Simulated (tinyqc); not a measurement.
Out-diffusion of a doped substrate or buried layer into a growing epitaxial film: one step, computed by the program tinyqc.

x is counted from the original substrate surface into the film, whose surface moves as x = v t. Substrate dopant has one diffusivity; the dopant of the film is taken as uniform.

Problem. Moving boundary against the simple erfc. For a surface that grows from dopant-free material and loses none by evaporation, with u = x/l and s = G - u: C/C_s = (1/2) [erfc(u) + (1 + 4 G (G + s)) exp(4 G s) erfc(G + s) - (4G/sqrt(pi)) exp(-u^2)]; for large G it tends to (1/2) erfc(u). Early in the growth G = sqrt(v x_s/(4 D)) for the thickness x_s reached so far; rows give C at the interface (u = 0) and at the surface (u = G).

Inputs (values chosen for the exercise, modelled on arsenic in silicon): substrate concentration C_s = 2.5e+18 1/cm^3; growth rate v = 1.2 um/min; growth temperature T = 1150 C.

Film doping: opposite type.

diffusivity D = 5.682062e-14 cm^2/s

Give: The first stage of growth.

Solution.

The first stage of growth:
```
G     C/C_s at the interface  C at the surface (1/cm^3)  simple erfc there (1/cm^3)  ratio  thickness x_s (nm)
0.10                  0.8240                  1.984e+18                   1.109e+18  1.788           1.136e-02
0.25                  0.6797                  1.373e+18                   9.046e+17  1.518           7.103e-02
0.50                  0.5772                  6.996e+17                   5.994e+17  1.167           2.841e-01
0.75                  0.5381                  3.290e+17                   3.611e+17  0.911           6.392e-01
1.00                  0.5209                  1.420e+17                   1.966e+17  0.722           1.136e+00
1.50                  0.5079                  2.007e+16                   4.237e+16  0.474           2.557e+00
2.00                  0.5037                  1.914e+15                   5.847e+15  0.327           4.546e+00
2.50                  0.5020                  1.204e+14                   5.087e+14  0.237           7.103e+00
3.00                  0.5012                  4.901e+12                   2.761e+13  0.177           1.023e+01
```

Caution: rows with a thickness or a length l = x_s/G below about 1 nm are formal for a continuum model.
